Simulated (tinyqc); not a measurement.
Stark shift: double quantum well by finite differences.

Finite differences on points z_i at the centres of cells of width h: H_ii = (c/h^2)(1/m_(i-1/2) + 1/m_(i+1/2)) + V_i, H_(i,i+1) = -(c/h^2)/m_(i+1/2), where m_(i+1/2) is the mean of the masses at the two points (the end values are repeated outwards), psi = 0 on the points beyond both ends, c = hbar^2/2m0. The field adds e F (z - z0) with z0 the middle of the structure; 1 kV/cm = 1e-5 eV/angstrom.

Constants: hbar^2/2m0 = 3.80998211 eV angstrom^2.

Inputs chosen for the exercise (out of a larger set: near those of a non-polar GaN well in AlGaN; not measured data):
```
symbol  value                                                                                         unit      meaning
layers  ((20, 0.585, 0.247), (20, 0, 0.204), (10, 0.585, 0.247), (25, 0, 0.204), (20, 0.585, 0.247))            each layer: thickness in angstrom, band edge in eV, mass in m0
hf      0.3125                                                                                        angstrom  cell width of the fine grid
Fs      (0, 66.7, 133, 200, 267, 333, 400)                                                            kV/cm     fields
```

Fine grid. Perturbation theory: dE1 = e F z_11 - beta (e F)^2 with beta = sum_j z_1j^2/(E_j - E_1) over the 13 next levels at zero field, z from z0.

Levels against field:
```
F (kV/cm)  E1 (eV)  E2 (eV)  dE1 (meV)  second order (meV)  <z - z0> (angstrom)  E2 - E1 (meV)
0           0.1244   0.1757       0.00                0.00                 11.5           51.2
66.7        0.1308   0.1677       6.37                6.74                  6.9           36.9
133         0.1324   0.1642       7.95               11.60                 -2.8           31.8
200         0.1273   0.1671       2.89               14.65                -11.4           39.7
267         0.1183   0.1737      -6.16               15.82                -15.0           55.4
333         0.1078   0.1815     -16.62               15.14                -16.5           73.7
400         0.0965   0.1899     -27.96               12.58                -17.3           93.4
```

z_11 = 11.50 angstrom
beta = 2090 angstrom^2/eV

The state sits +11.5 angstrom off the middle at zero field, so the shift starts linearly in F. At 400 kV/cm E1 has moved by -27.96 meV, where second order gives +12.58 meV; the two first part by more than 10 % at 133 kV/cm. The electron moves by -28.8 angstrom, against the rise of the potential. E2 - E1 has its smallest listed value inside the range; the ends are 51.2 and 93.4 meV.

Run: tinyqc, `OMP_NUM_THREADS=1 python tinyqc.py 1281053 1281054 out.jsonl`; Intel(R) Xeon(R) Processor @ 2.30GHz, one thread, shared host; about 0.02 s of CPU time with all checks.
